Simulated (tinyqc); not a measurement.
From results back to parameters: WKB tunnelling through a gate dielectric with a two-band (Franz) dispersion. Three cases, with inputs chosen for the exercise.

Problem. In the Fowler-Nordheim regime with a parabolic band J/F^2 is proportional to exp(-B/F), B = (4/3) sqrt(m/c) phi^(3/2), c = hbar^2/2m0, 1 V/angstrom = 100 MV/cm. The ratio below was computed from a hidden barrier.

Constants: hbar^2/2m0 = 3.80998211 eV angstrom^2.

Find: B; phi.

Method. B is the logarithm divided by 1/F1 - 1/F2; then phi = (3 B/(4 sqrt(m/c)))^(2/3). The slope fixes only m phi^3, so the mass must be known.

Case 1.

Values chosen (out of a larger set: of the size used for HfO2 on silicon; not measured data): m = 0.21 m0 (mass at the conduction edge); F1 = 7.2 MV/cm (first field); F2 = 11.5 MV/cm (second field).

ln[(J2/F2^2)/(J1/F1^2)] = 3.19797

Solution.

B = 61.58 MV/cm
phi = 1.570 eV

Case 2.

Values chosen (out of a larger set: of the size used for La2O3 on silicon; not measured data): m = 0.23 m0 (mass at the conduction edge); F1 = 7.7 MV/cm (first field); F2 = 10.4 MV/cm (second field).

ln[(J2/F2^2)/(J1/F1^2)] = 4.31378

Solution.

B = 127.94 MV/cm
phi = 2.480 eV

Case 3.

Values chosen (out of a larger set: of the size used for HfO2 on silicon; not measured data): m = 0.22 m0 (mass at the conduction edge); F1 = 6.8 MV/cm (first field); F2 = 11.2 MV/cm (second field).

ln[(J2/F2^2)/(J1/F1^2)] = 3.09915

Solution.

B = 53.64 MV/cm
phi = 1.410 eV

Computed by tinyqc, one run a case: `OMP_NUM_THREADS=1 python tinyqc.py N N+1 out.jsonl` with N = 1452415, 1452436, 1452494; one thread of a shared Intel(R) Xeon(R) Processor @ 2.30GHz, about 0.01 s a run at most.
